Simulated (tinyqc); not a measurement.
# Modulation-doped quantum well, Poisson-Schroedinger loop, step by step

Computed by the program tinyqc: `OMP_NUM_THREADS=1 python tinyqc.py 2140060 2140061 out.jsonl`, one thread of a shared Intel Xeon 2.30GHz, about 0.1 s for the whole run. Printed values are rounded.

A well of width L centred at z = 0 between barriers Vb; effective-mass electrons, parabolic bands. The electrons come from donor sheets outside the mesh, a share fL of Ns on the left and the rest on the right, so the structure is neutral. Energies are counted from the band edge of the well, with U = 0 on the first node in the Hartree part.

Values chosen for this exercise; material values those of a made-up well:
```
symbol,value,unit,meaning
T,20,K,temperature
md,0.0661,m0,in-plane mass
Vb,0.227,eV,barrier height
eps_r,10.4,,relative permittivity (all layers)
L,8.2,nm,well width
hz,0.82,nm,mesh step
Ns,7.1e11,cm^-2,sheet density of electrons
fL,1,,share of the donors on the left side
Fz,0,kV/cm,applied field along z
a,0.5,,mixing factor
```

Constants: q = 1.602176634e-19 C, kB = 1.380649e-23 J/K, hbar = 1.054571817e-34 J s, m0 = 9.1093837015e-31 kg, Vt = kB T/q, eps0 = 8.8541878128e-14 F/cm where lengths are in cm, hbar^2/(2 m0) = 0.0380998212 eV nm^2. Results are converted to the units shown.

## Fixed part of the potential

z, node 1 to 20 (nm): [-7.79, -6.97, -6.15, -5.33, -4.51, -3.69, -2.87, -2.05, -1.23, -0.41, 0.41, 1.23, 2.05, 2.87, 3.69, 4.51, 5.33, 6.15, 6.97, 7.79]

V0 = 0 in the well and Vb outside, plus q Fz z (1 kV/cm = 1e-4 eV/nm).

fixed potential V0, node 1 to 20 (eV): [0.227000, 0.227000, 0.227000, 0.227000, 0.227000, 0.000000, 0.000000, 0.000000, 0.000000, 0.000000, 0.000000, 0.000000, 0.000000, 0.000000, 0.000000, 0.227000, 0.227000, 0.227000, 0.227000, 0.227000]

## Round 1: levels and probability densities

self-consistent potential U at the start, node 1 to 20 (eV): [0, 0, 0, 0, 0, 0, 0, 0, 0, 0, 0, 0, 0, 0, 0, 0, 0, 0, 0, 0]
mass on the intervals 1/2, 3/2, ... (mean of both at an interface) (m0): [0.113, 0.113, 0.113, 0.113, 0.113, 0.0927, 0.0724, 0.0724, 0.0724, 0.0724, 0.0724, 0.0724, 0.0724, 0.0724, 0.0724, 0.0927, 0.113, 0.113, 0.113, 0.113, 0.113]

Tridiagonal Hamiltonian with psi = 0 one step beyond both ends: H_ii = C (1/m_(i-1/2) + 1/m_(i+1/2))/hz^2 + V0_i + U_i, H_(i,i+1) = -C/(m_(i+1/2) hz^2), C = hbar^2/(2 m0). The lowest 2 level(s) are kept, normalised to hz sum |psi|^2 = 1.

levels (eV): E1 0.035039, E2 0.139360

```
node  |psi|^2 of E1 (1/nm)  |psi|^2 of E2 (1/nm)
1                 0.000074              0.000832
2                 0.000420              0.003934
3                 0.001617              0.011571
4                 0.005677              0.029315
5                 0.019409              0.070113
6                 0.055483              0.144032
7                 0.090096              0.161234
8                 0.123435              0.123948
9                 0.149597              0.057550
10                0.163949              0.007227
11                0.163949              0.007227
12                0.149597              0.057550
13                0.123435              0.123948
14                0.090096              0.161234
15                0.055483              0.144032
16                0.019409              0.070113
17                0.005677              0.029315
18                0.001617              0.011571
19                0.000420              0.003934
20                0.000074              0.000832
```

## Round 1: Fermi level and occupations

Level k holds N_k = D_k Vt ln(1 + exp((EF - E_k)/Vt)) with D = md m0 q/(pi hbar^2) per eV (spin included); EF is fixed by sum N_k = Ns.

EF = 0.0607524 eV
N_k (cm^-2): E1 7.1e11, E2 7.39924e-10

## Round 1: density, output potential and mixing

n_i = sum_k N_k |psi_k|^2 (converted to cm^-3). Hartree part by Gauss: on the interval after node i the enclosed sheet charge is S_i = fL Ns - hz sum_(j<=i) n_j, and U_(i+1) = U_i + q S_i hz/(eps0 eps_r) in eV, U_1 = 0. Mixing: U(new) = U + a (U(out) - U).

```
node  n (1e18 cm^-3)  U(out) (eV)  U after round 1 (eV)
1            0.00052    0.0000000             0.0000000
2            0.00298    0.0101292             0.0050646
3            0.01148    0.0202549             0.0101274
4            0.04031    0.0303671             0.0151836
5            0.13780    0.0404322             0.0202161
6            0.39393    0.0503361             0.0251681
7            0.63968    0.0597791             0.0298896
8            0.87639    0.0684738             0.0342369
9            1.06214    0.0761431             0.0380716
10           1.16404    0.0825698             0.0412849
11           1.16404    0.0876347             0.0438174
12           1.06214    0.0913378             0.0456689
13           0.87639    0.0937983             0.0468991
14           0.63968    0.0952334             0.0476167
15           0.39393    0.0959202             0.0479601
16           0.13780    0.0961461             0.0480730
17           0.04031    0.0962108             0.0481054
18           0.01148    0.0962283             0.0481142
19           0.00298    0.0962324             0.0481162
20           0.00052    0.0962330             0.0481165
```

## Course of the self-consistent loop

Start from U = 0. Stop when the largest |U(out) - U| is below 1e-7 eV, or after 60 rounds. From round 2 on: Anderson mixing of depth m keeps the last m inputs V and residuals F = V(out) - V(in), fits c by least squares to F = dF c over their successive differences dF, dV, and sets V(new) = V + a F - (dV + a dF) c. Here m = 4.

Course of the iteration:
```
round  level E1 (eV)    EF (eV)  largest |U(out) - U| (eV)
1          0.0350390  0.0607524                     0.0962
2          0.0750165   0.100730                     0.0445
3           0.110160   0.135873                    1.33e-3
4           0.110711   0.136425                    2.46e-4
5           0.110873   0.136586                    1.68e-5
6           0.110861   0.136574                    6.36e-7
7           0.110861   0.136575                    4.95e-9
```

Converged in 7 rounds.

## Converged levels, occupations and centroid

converged U, node 1 to 20 (eV): [0.0000000, 0.0101279, 0.0202461, 0.0303331, 0.0403277, 0.0500525, 0.0590893, 0.0671120, 0.0738847, 0.0792967, 0.0833633, 0.0862056, 0.0880193, 0.0890409, 0.0895153, 0.0896660, 0.0897075, 0.0897184, 0.0897208, 0.0897212]

Solve for the levels with V0 + U, find EF, n_i = sum_k N_k |psi_k|^2 (in cm^-3); share of each level N_k/Ns; centroid sum n z/sum n.

levels (eV): E1 0.110861, E2 0.211272
EF = 0.136575 eV
shares (%): E1 100.000, E2 0.000
n, node 1 to 20 (in units of 1e18 cm^-3): [0.00165, 0.00822, 0.02675, 0.07890, 0.23069, 0.58803, 0.86682, 1.06842, 1.16311, 1.14995, 1.04650, 0.87922, 0.67702, 0.46778, 0.27668, 0.09328, 0.02620, 0.00719, 0.00180, 0.00031]
centroid = -0.527127 nm

With 400 intervals across the well and the same walls, E2 - E1 = 102.2 meV and EF - E1 = 25.71 meV; this mesh gives 100.4 and 25.71 meV.
